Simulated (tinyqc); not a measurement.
Worked calculation: sp3 tight binding, zinc-blende lattice. One step of it, computed by the program tinyqc.

Question. Levels at G. Diagonalise the Hermitian matrix.

H(k) at G (eV), order a s, a px, a py, a pz, c s, c px, c py, c pz:
```
[[-12.700000, 0.000000, 0.000000, 0.000000, -10.458211, 0.000000, 0.000000, 0.000000],
 [0.000000, -6.840000, 0.000000, 0.000000, 0.000000, 1.443278, 0.000000, 0.000000],
 [0.000000, 0.000000, -6.840000, 0.000000, 0.000000, 0.000000, 1.443278, 0.000000],
 [0.000000, 0.000000, 0.000000, -6.840000, 0.000000, 0.000000, 0.000000, 1.443278],
 [-10.458211, 0.000000, 0.000000, 0.000000, -12.700000, 0.000000, 0.000000, 0.000000],
 [0.000000, 1.443278, 0.000000, 0.000000, 0.000000, -6.840000, 0.000000, 0.000000],
 [0.000000, 0.000000, 1.443278, 0.000000, 0.000000, 0.000000, -6.840000, 0.000000],
 [0.000000, 0.000000, 0.000000, 1.443278, 0.000000, 0.000000, 0.000000, -6.840000]]
```

Give: eigenvalues.

Answer.

eigenvalues (eV): [-23.1582, -8.2833, -8.2833, -8.2833, -5.3967, -5.3967, -5.3967, -2.2418]
